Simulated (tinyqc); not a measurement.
Gated graphene: carriers, quantum capacitance and optical conductivity: one step. Quantum capacitance.

Cones E = +/- hv |k|, four flavours, D(E) = 2|E|/(pi hv^2). n = (2/pi)(kT/hv)^2 F_1(mu/kT), p = (2/pi)(kT/hv)^2 F_1(-mu/kT), in 1/angstrom^2 (1e16 for 1/cm^2); F_1(eta) = integral_0^infinity x dx/(1 + exp(x - eta)). Cq/e^2 = d(n - p)/d mu = (2 kT/(pi hv^2)) ln(2 + 2 cosh(mu/kT)).

Constants: kB = 8.617333262e-05 eV/K.

Parameters, chosen for this exercise (out of a larger set: Fermi velocity near that of graphene, gate dielectric near SiO2; not measured data): hv = 7.02 eV angstrom (hbar vF); T = 400 K.

mu = 0.160695 eV
Cox = 0.0380730 microfarad/cm^2

Problem. 1/(eV angstrom^2) in C/e^2 equals 1602.176634 microfarad/cm^2; 1/C = 1/Cox + 1/Cq.
Give: Cq; C; Cq at mu = 0.

Solution.

Cq = 3.339 microfarad/cm^2
C = 0.03764 microfarad/cm^2
Cq at mu = 0 = 0.9890 microfarad/cm^2

C is 0.989 of Cox.

Program tinyqc; command `OMP_NUM_THREADS=1 python tinyqc.py 1680973 1680974 out.jsonl`; about 0.01 s on one thread of a shared Intel(R) Xeon(R) Processor @ 2.30GHz.
